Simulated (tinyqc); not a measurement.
Time-domain thermoreflectance: layered heat flow under a modulated pulse train, and what the signal ratio measures. From one set of inputs to another, one input at a time. Computed by tinyqc, a small Python program. Command: `OMP_NUM_THREADS=1 python tinyqc.py 3113875 3113876 out.jsonl tdtr ladder`. One thread of a shared host (Intel(R) Xeon(R) Processor @ 2.30GHz), about 0.1 s of CPU time with the checks.

Pulses repeat at 80 MHz; heat is laid down at the surface, all layers are isotropic.

The inputs printed are set A. Set A is modelled on aluminium on silica; the values taken over come from a set modelled on aluminium on 4H-SiC. Inputs not listed in the table keep their values of set A, so the rows need not describe a real material.

Inputs (values chosen for the exercise, modelled on aluminium on silica):
```
quantity,value,unit
metal thickness d,110,nm
metal conductivity,160,W/(m K)
metal heat capacity,2.42,MJ/(m^3 K)
boundary conductance G under the metal,190,MW/(m^2 K)
substrate conductivity kappa,1.39,W/(m K)
substrate heat capacity C,1.62,MJ/(m^3 K)
modulation frequency f,2,MHz
"spot radius w (1/e^2, pump and probe)",14,micrometre
delay t,1000,ps
```

Stack: metal, substrate.

Method:
- For radial wave number k and angular frequency W each layer has u = sqrt(4 pi^2 k^2 + i W C/kappa) and gamma = kappa u. Surface impedance from below: Z = 1/gamma for the substrate; a layer of thickness L maps Z to (Z + tanh(u L)/gamma)/(1 + gamma Z tanh(u L)); a boundary adds 1/G.
- Response per absorbed watt H(W) = 2 pi int_0^(2/w) Z(k, W) exp(-pi^2 k^2 w^2) k dk by 20 Gauss-Legendre points.
- Signal: X + iY = sum_(m = -M..M) H(2 pi (f + m f_r)) exp(i 2 pi m f_r t) exp(-pi (m/M)^2 x 4), f_r = 80 MHz, M = 4000, with H(-W) the complex conjugate of H(W); V_in = X, V_out = Y, ratio = -V_in/V_out.

Each row keeps all changes above it:
```
input moved,from,to,ratio -V_in/V_out,V_in (K/mW),V_out (K/mW)
set A,-,-,0.7759,0.13395,-0.17264
substrate heat capacity C (MJ/(m^3 K)),1.62,2.24,0.8391,0.12864,-0.15330
modulation frequency f (MHz),2,10,1.0107,0.05378,-0.05321
"spot radius w (1/e^2, pump and probe) (micrometre)",14,15,1.0080,0.04678,-0.04641
boundary conductance G under the metal (MW/(m^2 K)),190,68,1.0190,0.04970,-0.04877
delay t (ps),1000,950,1.0300,0.05015,-0.04868
metal thickness d (nm),110,82,1.2184,0.06763,-0.05551
substrate conductivity kappa (W/(m K)),1.39,325,6.8726,0.06710,-0.00976
```

Where does the difference come from?

Ratio -V_in/V_out goes from 0.776 to 6.87, a factor 8.86 in all. The largest single move comes from substrate conductivity kappa (a factor 5.64). V_in goes from 0.134 to 0.0671, a factor 0.501 in all. The largest single move comes from modulation frequency f (a factor 0.418), and metal thickness d works against it (a factor 1.35). V_out goes from -0.173 to -0.00976, +0.163 in all. The largest single move comes from modulation frequency f (+0.1). The single moves hold for this order of the switches; the total does not depend on the order.

Extremes, crossings and ranges named in words are read from the listed rows.
